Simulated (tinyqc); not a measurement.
# Cluster expansion of a binary alloy: correlations, fit, cross-validation and ground states, step by step

A worked calculation. Computed by tinyqc, a small Python program that keeps every step. Command: `OMP_NUM_THREADS=1 python tinyqc.py 3029874 3029875 out.jsonl clex walk`. One thread of a shared host (Intel(R) Xeon(R) Processor @ 2.30GHz), about 0.01 s of CPU time with the checks. Intermediate numbers are printed to about 5 digits and carried at full precision; extremes and crossings named in words are read from the listed rows.

s = +1 for A and -1 for B. Energy per site E = J0 + J1 P(point) + sum over clusters of m V P, with P the mean product of spins; V > 0 on a pair favours unlike neighbours. Clusters per site m: pair 1 4, pair 2 3, pair 3 6, triplet 12; the triplet is two first-neighbour bonds closed by a second-neighbour bond. Formation energies are counted from the line between pure A and pure B, which removes J0 and J1.

Inputs (values chosen for the exercise, for a model alloy):
```
quantity                    value      unit
first-pair interaction V1     -22       meV
second-pair interaction V2    8.4       meV
third-pair interaction V3     3.1       meV
triplet interaction Vt         -4       meV
noise amplitude               8.4  meV/site
temperature T                1800         K
fraction x of B               0.6         -
```

Lattice: bcc.

Constants: k_B = 8.617333262e-05 eV/K.

## Design matrix

correlations P, counted on periodic cells:
```
                    point   pair 1   pair 2   pair 3  triplet
A                  1.0000   1.0000   1.0000   1.0000   1.0000
A3B D0_3           0.5000   0.0000   0.0000   1.0000  -0.5000
A3B (001) layers   0.5000   0.0000   0.6667   0.3333   0.1667
A2B C11_b          0.3333  -0.3333   0.5556   0.1111  -0.1111
AB B2              0.0000  -1.0000   1.0000   1.0000   0.0000
AB B32             0.0000   0.0000  -1.0000   1.0000   0.0000
A2B2 B11           0.0000   0.0000   0.3333  -0.3333   0.0000
AB (110) layers    0.0000   0.0000  -0.3333  -0.3333   0.0000
AB2 C11_b         -0.3333  -0.3333   0.5556   0.1111   0.1111
AB3 D0_3          -0.5000   0.0000   0.0000   1.0000   0.5000
AB3 (001) layers  -0.5000   0.0000   0.6667   0.3333  -0.1667
B                 -1.0000   1.0000   1.0000   1.0000  -1.0000
```

Design matrix of formation energies: m (P - 1) for pairs and m (P(triplet) - P(point)) for the triplet; x = (1 - P(point))/2.

X:
```
                  pair 1  pair 2  pair 3  triplet
A                  0.000   0.000   0.000    0.000
A3B D0_3          -4.000  -3.000   0.000  -12.000
A3B (001) layers  -4.000  -1.000  -4.000   -4.000
A2B C11_b         -5.333  -1.333  -5.333   -5.333
AB B2             -8.000   0.000   0.000    0.000
AB B32            -4.000  -6.000   0.000    0.000
A2B2 B11          -4.000  -2.000  -8.000    0.000
AB (110) layers   -4.000  -4.000  -8.000    0.000
AB2 C11_b         -5.333  -1.333  -5.333    5.333
AB3 D0_3          -4.000  -3.000   0.000   12.000
AB3 (001) layers  -4.000  -1.000  -4.000    4.000
B                  0.000   0.000   0.000    0.000
```

## Formation energies

standard normal numbers for the noise (0 for the pure ends): A 0.000, A3B D0_3 1.808, A3B (001) layers 0.153, A2B C11_b -0.549, AB B2 -0.195, AB B32 0.992, A2B2 B11 -1.684, AB (110) layers 0.639, AB2 C11_b 1.227, AB3 D0_3 0.336, AB3 (001) layers -0.247, B 0.000

Exact: X V with V = (V1, V2, V3, Vt). The data to fit add the noise amplitude times the normal numbers, standing for what the clusters leave out.

exact energies (meV/site): A 0.00, A3B D0_3 110.80, A3B (001) layers 83.20, A2B C11_b 110.93, AB B2 176.00, AB B32 37.60, A2B2 B11 46.40, AB (110) layers 29.60, AB2 C11_b 68.27, AB3 D0_3 14.80, AB3 (001) layers 51.20, B 0.00

data (meV/site): A 0.00, A3B D0_3 125.99, A3B (001) layers 84.49, A2B C11_b 106.32, AB B2 174.36, AB B32 45.93, A2B2 B11 32.25, AB (110) layers 34.97, AB2 C11_b 78.57, AB3 D0_3 17.62, AB3 (001) layers 49.13, B 0.00

## Normal equations for V1, V2, Vt

Leave out pair 3: A = X^T X and b = X^T E (E being the data with noise) over these three columns; solve A V = b. The root-mean-square error runs over the structures between the pure ends.

matrix A:
```
        V1     V2      Vt
V1  232.89  94.22    0.00
V2   94.22  79.56    0.00
Vt    0.00   0.00  376.89
```

b (meV): -3942.5  -1290.9  -1589.8

fitted V1, V2, Vt (meV): -19.898  7.340  -4.218

root-mean-square error of the three-cluster fit = 15.191 meV/site

The fit misses V1 by +2.10, V2 by -1.06 and Vt by -0.22 meV; the omitted V3 = 3.1 meV and the noise shift the fitted values.

## Which clusters to keep

For each set, H = X (X^T X)^-1 X^T over the structures between the ends; residual e = E - H E; leave-one-out error e_i/(1 - H_ii); both as root mean squares.

Fits:
```
clusters     fit error (meV/site)  leave-one-out error (meV/site)  largest H_ii
V1                         33.535                          37.627       0.27481
V1 V2                      30.023                          35.365       0.53206
V1 V3                      29.726                          35.197       0.51153
V1 V2 Vt                   15.191                          22.806       0.53206
V1 Vt                      21.307                          25.612       0.45078
V1 V2 V3                   26.651                          33.035       0.71178
V1 V3 Vt                   14.595                          20.407       0.51153
V1 V2 V3 Vt                 6.297                          10.629       0.71178
```

leave-one-out error without pair 3 = 22.806 meV/site

leave-one-out error with all four = 10.629 meV/site

The fit error can only fall as clusters are added, to 6.30 meV with all four. The leave-one-out error is least for V1 V2 V3 Vt (10.63 meV): dropping V2, V3 or Vt makes prediction worse at this noise.

## Ground states by the convex hull

Height above the hull = E less the lowest straight line between two structures that bracket x (or the lowest structure at the same x). The three-term fit is X V with the fitted values.

Hull among these structures (meV/site):
```
structure              x  exact E  above hull  fitted E  above hull, fit
A                 0.0000     0.00        0.00      0.00             0.00
A3B D0_3          0.2500   110.80      110.80    108.19           108.19
A3B (001) layers  0.2500    83.20       83.20     89.13            89.13
A2B C11_b         0.3333   110.93      110.93    118.83           118.83
AB B2             0.5000   176.00      176.00    159.19           159.19
AB B32            0.5000    37.60       37.60     35.56            35.56
A2B2 B11          0.5000    46.40       46.40     64.91            64.91
AB (110) layers   0.5000    29.60       29.60     50.23            50.23
AB2 C11_b         0.6667    68.27       68.27     73.84            73.84
AB3 D0_3          0.7500    14.80       14.80      6.95             6.95
AB3 (001) layers  0.7500    51.20       51.20     55.38            55.38
B                 1.0000     0.00        0.00      0.00             0.00
```

lowest exact formation energy = 0 meV/site

Only the pure ends are on the exact hull: at zero temperature the alloy separates. The fit finds the same set. A structure at zero height may lie on a tie line without being a vertex, and structures outside this list could lie lower.

## The random alloy and its short-range order

Random alloy: P(pair) = p^2, P(triplet) = p^3, p = 1 - 2x, so H_mix = (p^2 - 1) sum m V(pairs) + (p^3 - p) m Vt; G_mix = H_mix + k_B T [x ln x + (1 - x) ln(1 - x)]. To first order in 1/T the Warren-Cowley parameter of shell 1 is alpha_1 = -(1 - p^2) V_eff/(k_B T), V_eff = V1 + (number of triplets on a first-neighbour bond) p Vt, that number being 6.

mixing enthalpy H_mix = 33.216 meV/site

mixing free energy G_mix = -71.176 meV/site

alpha_1 = 0.10645

alpha_1 > 0: like neighbours cluster.

Checks made by the program: leave-one-out formula against refits (relative difference below 1e-10).
